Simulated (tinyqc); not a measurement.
Minority carriers and saturation current of a heavily doped emitter: two steps of the calculation.

n-type, parabolic bands, full ionisation. eta = (EF - Ec)/kB T solves N = Nc F12(eta), F12(x) = (2/sqrt(pi)) int_0^infinity sqrt(u)/(1 + exp(u - x)) du. The gap shrinks rigidly by dEg = a3 y^(1/3) + a4 y^(1/4) + a2 y^(1/2), y = N/1e18 cm^-3, an empirical law that is here taken as the true narrowing.

Values chosen for this exercise; band and dielectric values close to those of germanium:
```
symbol,value,unit,meaning
T,250,K,temperature
Nc,7.84e18,cm^-3,conduction-band density of states at 250 K
N,5.3e18,cm^-3,ionised donor density
mup,230,cm^2/(V s),minority-hole mobility
Cn,2.5e-31,cm^6/s,Auger coefficient
ts,10,us,defect lifetime
W,63,nm,emitter width
S,5.3e5,cm/s,recombination velocity at the contact
```

Constants: q = 1.602176634e-19 C, kB = 1.380649e-23 J/K, Vt = kB T/q. Results are converted to the units shown.

Question 1. Fermi level. Newton step on ln F12(eta) = ln(N/Nc): eta(new) = eta - ln(Nc F12/N) F12/Fm, Fm(x) = dF12/dx = (1/sqrt(pi)) int_0^infinity u^(-1/2)/(1 + exp(u - x)) du.

eta at the start (Boltzmann value) = -0.3915

Give: F12; Fm; eta after iteration 1.

Answer 1.

F12 = 0.55619
Fm = 0.46596
eta after iteration 1 = -0.15861

Question 2. Saturation current. 1/tau = Cn N^2 + 1/ts, D = mup Vt, L = sqrt(D tau); J0 = (q p0 D/L)(s + tanh(W/L))/(1 + s tanh(W/L)), s = S L/D; the share recombining inside is 1 - 1/[cosh(W/L)(1 + tanh(W/L)/s)].

p0 = 1.7723358e6 cm^-3

Wanted: tau; L; s; J0; share recombining inside.

Answer 2.

tau = 140.40 ns
L = 8340.7 nm
s = 89.215
J0 = 8.9919e7 fA/cm^2
share recombining inside = 0.011318 %

The emitter is transparent: most holes reach the contact.

Range of the model: Band tails, non-parabolic bands and incomplete ionisation are left out.

Computed by the program tinyqc: `OMP_NUM_THREADS=1 python tinyqc.py 2330132 2330133 out.jsonl`, one thread of a shared Intel Xeon 2.30GHz, about 0.01 s for the whole run.
